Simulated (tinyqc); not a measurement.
Comparisons within one model: six-band Luttinger-Kohn model with strain. A value that a table varies takes the place of the one given here.

Six-band Luttinger-Kohn model in the basis |3/2,3/2>, |3/2,1/2>, |3/2,-1/2>, |3/2,-3/2>, |1/2,1/2>, |1/2,-1/2>, electron energies, zero at the top of the unstrained valence band. H = -[rows: (P+Q, -S, R, 0, -S/r2, r2 R); (-S*, P-Q, 0, R, -r2 Q, r32 S); (R*, 0, P-Q, S, r32 S*, r2 Q); (0, R*, S*, P+Q, -r2 R*, -S*/r2); (-S*/r2, -r2 Q, r32 S, -r2 R, P+Dso, 0); (r2 R*, r32 S*, r2 Q, -S/r2, 0, P+Dso)], r2 = sqrt(2), r32 = sqrt(3/2). Levels are twofold.

P = c g1 k^2 - av tr(e); Q = c g2 (kx^2 + ky^2 - 2 kz^2) - (b/2)(exx + eyy - 2 ezz); R = c sqrt3 [-g2 (kx^2 - ky^2) + 2i g3 kx ky] + (sqrt3/2) b (exx - eyy) - i d exy; S = 2 c sqrt3 g3 (kx - i ky) kz - d (exz - i eyz); c = hbar^2/2m0, e the strain tensor (not engineering shear).

s11 = (C11 + C12)/((C11 - C12)(C11 + 2 C12)), s12 = -C12/((C11 - C12)(C11 + 2 C12)), s44 = 1/C44; exx = s11 sxx + s12 (syy + szz) and cyclic, exy = s44 sxy/2; tension is positive. A uniaxial stress X along the unit vector n is s_ij = X n_i n_j.

Constants: hbar^2/2m0 = 3.80998211 eV angstrom^2.

Parameters, chosen for this exercise (near those of AlAs; shifted at random, so the results belong to these values and not to a real crystal):
- Dso = 0.281 eV (spin-orbit splitting)
- g1 = 3.76 (Luttinger gamma1)
- g2 = 0.82 (gamma2)
- g3 = 1.42 (gamma3)
- av = 2.47 eV (valence hydrostatic potential)
- b = -2.29 eV (tetragonal shear potential)
- d = -3.4 eV (trigonal shear potential)
- C11 = 125.8 GPa
- C12 = 53.5 GPa
- C44 = 54.6 GPa
- load = biaxial (001) (kind of stress)
- X1 = 0.9 GPa (size of the stress)
- E_h = 25 meV (hole energy below the top)
- X = 2.19 GPa (stress)

## Sweep of a biaxial (001) stress

Edges at k = 0 and curvature masses of the top pair along [110] and [001] (step 0.0002 1/angstrom); at zero stress the top is fourfold and has no single curvature.

Edges and masses:

| X (GPa) | top (eV) | second (eV) | third (eV) | splitting (meV) | m [110] | m [001] |
|---|---|---|---|---|---|---|
| -3.00 | 0.0314 | -0.0883 | -0.4151 | 119.6 | 0.218 | 0.472 |
| -2.00 | 0.0209 | -0.0737 | -0.3556 | 94.6 | 0.218 | 0.472 |
| -1.00 | 0.0105 | -0.0451 | -0.3100 | 55.5 | 0.218 | 0.472 |
| 0.00 | 0.0000 | 0.0000 | -0.2810 | 0.0 | - | - |
| 1.00 | 0.0592 | -0.0105 | -0.2661 | 69.6 | 0.379 | 0.166 |
| 2.00 | 0.1277 | -0.0209 | -0.2605 | 148.6 | 0.408 | 0.157 |
| 3.00 | 0.2018 | -0.0314 | -0.2604 | 233.1 | 0.427 | 0.152 |

What can be read from the table?

The splitting reaches 119.6 meV under compression and 233.1 meV under the same tension; linear shear terms alone would make the two equal, and the difference comes from the coupling to the split-off band. At the ends of the sweep the top pair has a mass along [110] of 0.218 under compression and 0.427 under tension, so compression gives the lighter holes along [110]; along [001] it has 0.472 and 0.152. The top edge itself moves by +31 and +202 meV. The ends of the sweep mean strains up to 2.2 %, beyond the range of linear deformation potentials.

## Which stress helps holes along [110]

Each load has size X1 (biaxial: sxx = syy); masses are curvatures of the top pair at k = 0.

Results:

| load | splitting (meV) | top edge (meV) | m [110] | m [001] |
|---|---|---|---|---|
| uniaxial [110], compression | 41.8 | 12.7 | 0.149 | 0.401 |
| uniaxial [110], tension | 37.9 | 30.0 | 0.654 | 0.194 |
| uniaxial [100], compression | 62.2 | 24.1 | 0.232 | 0.376 |
| uniaxial [100], tension | 50.7 | 38.1 | 0.299 | 0.218 |
| uniaxial [111], compression | 34.1 | 8.4 | 0.183 | 0.266 |
| uniaxial [111], tension | 30.4 | 25.7 | 0.427 | 0.266 |
| biaxial (001), compression | 50.7 | 9.4 | 0.218 | 0.472 |
| biaxial (001), tension | 62.2 | 52.8 | 0.376 | 0.168 |

What does this show, and why?

The lightest mass along [110] (0.149) comes with uniaxial [110], compression. The largest splitting (62.2 meV) comes with uniaxial [100], compression; biaxial (001), tension. The heaviest mass along [001] (0.472), which lowers the confinement energy in a (001) channel, comes with biaxial (001), compression. The splitting per GPa follows b (s11 - s12) for loads along cube axes and d s44 for [111]: here 2 |b| (s11 - s12) = 63.3 and |d| s44/sqrt3 = 36.0 meV per GPa in the limit of large Dso; where the splitting nears Dso, mixing with the split-off band makes it depend on the sign of the load.

## Warping of the constant-energy contours (six-band Luttinger-Kohn model)

No strain (e = 0). In the plane kz = 0, |k| where the top and second pairs lie E_h below the top, against the angle from [100]; m = c k^2/E_h.

Contours:

| angle (degrees) | k top (1/angstrom) | k second (1/angstrom) | m top (m0) | m second (m0) |
|---|---|---|---|---|
| 0 | 0.0556 | 0.0352 | 0.472 | 0.188 |
| 9 | 0.0572 | 0.0348 | 0.499 | 0.185 |
| 18 | 0.0616 | 0.0341 | 0.578 | 0.177 |
| 27 | 0.0681 | 0.0333 | 0.707 | 0.169 |
| 36 | 0.0750 | 0.0328 | 0.857 | 0.164 |
| 45 | 0.0783 | 0.0326 | 0.934 | 0.162 |

What does this show?

The heavy contour reaches 1.407 times as far along [110] as along [100], the light one 0.927 times. The warping follows g3 - g2 = 0.60 and would vanish for g2 = g3. Along [100] the heavy mass is 1/(g1 - 2 g2) = 0.472 at any energy, while the light one is 0.1884, against 1/(g1 + 2 g2) = 0.1852 at the edge, for E_h/Dso = 0.09.

## What each parameter does

Edges at k = 0 under a biaxial (001) stress X and the curvature mass of the top pair along [110] (step 0.0002 1/angstrom). Each row changes one parameter from the base and keeps the others.

Results:

| case | top (eV) | second (eV) | third (eV) | mass (m0) |
|---|---|---|---|---|
| base | 0.1414 | -0.0229 | -0.2601 | 0.412 |
| g3 = 1.136 | 0.1414 | -0.0229 | -0.2601 | 0.412 |
| g2 = 0.984 | 0.1414 | -0.0229 | -0.2601 | 0.463 |
| C11 = 100.64 GPa | 0.2101 | -0.0543 | -0.2805 | 0.432 |
| C44 = 43.68 GPa | 0.1414 | -0.0229 | -0.2601 | 0.412 |
| av = 2.964 eV | 0.1507 | -0.0136 | -0.2508 | 0.412 |
| d = -2.72 eV | 0.1414 | -0.0229 | -0.2601 | 0.412 |
| X = 1.752 GPa | 0.1101 | -0.0183 | -0.2612 | 0.402 |

How do the results move?

The largest shifts from the base row, up to three for each result and ties (the steps differ in size, so this ranks the rows, not the parameters). top (eV): C11 +0.0686, X -0.0314, av +0.0093; unchanged at the printed digits by g3, g2, C44 and d. second (eV): C11 -0.0314, av +0.0093, X +0.0046; unchanged at the printed digits by g3, g2, C44 and d. third (eV): C11 -0.0203, av +0.0093, X -0.0011; unchanged at the printed digits by g3, g2, C44 and d. mass (m0): g2 +0.051, C11 +0.020, X -0.010; unchanged at the printed digits by g3, C44, av and d. The Luttinger parameters multiply k^2 and cannot move the edges; av shifts all edges alike and leaves the mass.

Computed by tinyqc, a small Python program: `OMP_NUM_THREADS=1 python tinyqc.py 1080411 1080412 out.jsonl` (the numbers bound the seed that draws the inputs); one thread of a shared host (Intel(R) Xeon(R) Processor @ 2.30GHz), about 0.04 s for the whole set of steps.
